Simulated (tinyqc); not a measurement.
Band filling: full bands against the rectangular model: Slater-Koster d bands of an fcc metal.

Slater-Koster d bands. For a bond with direction cosines (l, m, n) the 5 x 5 block is dds Ps + ddp Pp + ddd (1 - Ps - Pp), the projectors on sigma, pi and delta states about the bond; for instance <xy|xy> = 3 l^2 m^2 dds + (l^2 + m^2 - 4 l^2 m^2) ddp + (n^2 + l^2 m^2) ddd, <xy|yz> = 3 l m^2 n dds + l n (1 - 4 m^2) ddp + l n (m^2 - 1) ddd and <3z2-r2|3z2-r2> = (n^2 - (l^2 + m^2)/2)^2 dds + 3 n^2 (l^2 + m^2) ddp + (3/4)(l^2 + m^2)^2 ddd. H(k) sums the blocks times cos(k.R) over the neighbours; the d level is the zero of energy; k in 2 pi/a.

Neighbours: twelve at (a/2)(1,1,0) and equivalents.

Mesh: k = f1 b1 + f2 b2 + f3 b3 with fractions (j + 1/2)/N, j = 0 to N - 1, and b = (-1,1,1), (1,-1,1), (1,1,-1) for fcc, (0,1,1), (1,0,1), (1,1,0) for bcc, unit vectors for simple cubic. The lowest Nd/10 of all levels are filled with two electrons each; the bond energy is their sum per atom.

Inputs chosen for the exercise (of the size met in Cu; not measured data):
```
symbol  value   unit  meaning
dds     -0.374  eV    dd sigma
ddp     0.258   eV    dd pi
ddd     -0.019  eV    dd delta
N       10            mesh
```

W = sqrt(12 mu2) with mu2 the mean square level on the mesh; rectangular model: Fermi level W (Nd/10 - 1/2), bond energy -W Nd (10 - Nd)/20. The Fermi level of the mesh is the highest filled level.

Per atom (eV):
```
Nd  EF, bands  bond energy, bands  EF, rectangle  bond energy, rectangle
1      -1.097              -1.396         -1.123                  -1.263
2      -0.843              -2.360         -0.842                  -2.246
3      -0.575              -3.059         -0.562                  -2.948
4      -0.203              -3.463         -0.281                  -3.369
5       0.055              -3.514          0.000                  -3.510
6       0.401              -3.277          0.281                  -3.369
7       0.589              -2.773          0.562                  -2.948
8       0.873              -2.028          0.842                  -2.246
9       1.023              -1.079          1.123                  -1.263
```

W = 2.808 eV
full width on the mesh = 3.200 eV

What does the comparison show, and why?

The bond energy is deepest at Nd = 5 (-3.514 eV); the rectangle has its minimum at 5. The two differ most at Nd = 8, by 0.218 eV or 6 % of the deepest value: the second moment fixes the parabola, and higher moments the rest. At Nd = 3 and 7 the bands give -3.059 and -2.773 eV, a skew towards less than half filling.

Run: tinyqc, `OMP_NUM_THREADS=1 python tinyqc.py 1451162 1451163 out.jsonl`; Intel(R) Xeon(R) Processor @ 2.30GHz, one thread, shared host; about 0.06 s of CPU time with all checks.
